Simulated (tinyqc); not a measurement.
# Electron mobility in a silicon inversion layer, empirical terms and Matthiessen rule: effect of the temperature

Inversion layer of sheet density Ns on a uniformly doped body, under a high-permittivity gate with an interlayer. The mobility terms are empirical power laws with prefactors chosen for the exercise; adding their inverses (Matthiessen) is itself an approximation.

Nc and Nv are given at 400 K and scale as (T/400 K)^1.5; Eg is fixed. ni = sqrt(Nc Nv) exp(-Eg/(2 Vt)), Eg in volts; Ndep = sqrt(2 eps0 eps_r Nb (2 Vt ln(Nb/ni) + Vsb)/q); E = q (Ndep + eta Ns)/(eps0 eps_r), in MV/cm. With t = T/(300 K): muC = Ac (Ns/1e12 cm^-2) t/(Nb/1e17 cm^-3 + Nit/1e11 cm^-2), muP = Ap E^(-1/3) t^(-1.75), muS = As E^(-gs), muR = Ar exp(2 ti/lr)/t; 1/mu is the sum of the inverses.

Inputs (values chosen for the exercise); material values close to those of silicon:
```
symbol,value,unit,meaning
Eg,1.13,eV,band gap
eps_r,11.5,,relative permittivity of the semiconductor
Nc,4.25e19,cm^-3,conduction-band density of states at the reference temperature
Nv,4.13e19,cm^-3,valence-band density of states at the reference temperature
Nb,5.9e16,cm^-3,body doping
Vsb,0.3,V,reverse body bias
eta,0.5,,weight of the inversion charge in the effective field
Ap,389,cm^2/(V s),phonon-limited mobility at 1 MV/cm and 300 K
As,769,cm^2/(V s),roughness-limited mobility at 1 MV/cm
gs,2,,exponent of the roughness term
Ac,1900,cm^2/(V s),Coulomb prefactor
Nit,2.1e10,cm^-2,charge at the interface
Ar,320,cm^2/(V s),remote-phonon mobility without interlayer
ti,1.1,nm,interlayer thickness
lr,0.6,nm,decay length of remote phonons
Ns,1.2e12,cm^-2,inversion density
```

Constants: q = 1.602176634e-19 C, kB = 1.380649e-23 J/K, Vt = kB T/q, eps0 = 8.8541878128e-14 F/cm where lengths are in cm. Results are converted to the units shown.

Effect of the temperature:
```
T (K),E (MV/cm),muC (cm^2/(V s)),muP (cm^2/(V s)),muS (cm^2/(V s)),muR (cm^2/(V s)),mu (cm^2/(V s))
120,0.2516,1140,3063,1.214e4,3.130e4,758.7
160,0.2490,1520,1858,1.240e4,2.347e4,757.9
200,0.2461,1900,1262,1.270e4,1.878e4,689.3
250,0.2423,2375,858.5,1.310e4,1.502e4,578.5
300,0.2382,2850,627.6,1.356e4,1.252e4,476.7
350,0.2338,3325,482.2,1.407e4,1.073e4,393.9
400,0.2291,3800,384.3,1.465e4,9389,328.9
450,0.2242,4275,315.0,1.530e4,8346,278.2
```

As T goes from 120 to 450 K, E falls from 0.252 to 0.224 MV/cm and mu falls from 759 to 278 cm^2/(V s). The smallest term is the Coulomb one in the first row and the phonon one in the last. For T = 120 to 160 K dopant freeze-out and degenerate screening, left out here, matter.

Numbers from tinyqc (`OMP_NUM_THREADS=1 python tinyqc.py 2510022 2510023 out.jsonl`; about 0.01 s on one thread of a shared Intel Xeon 2.30GHz).
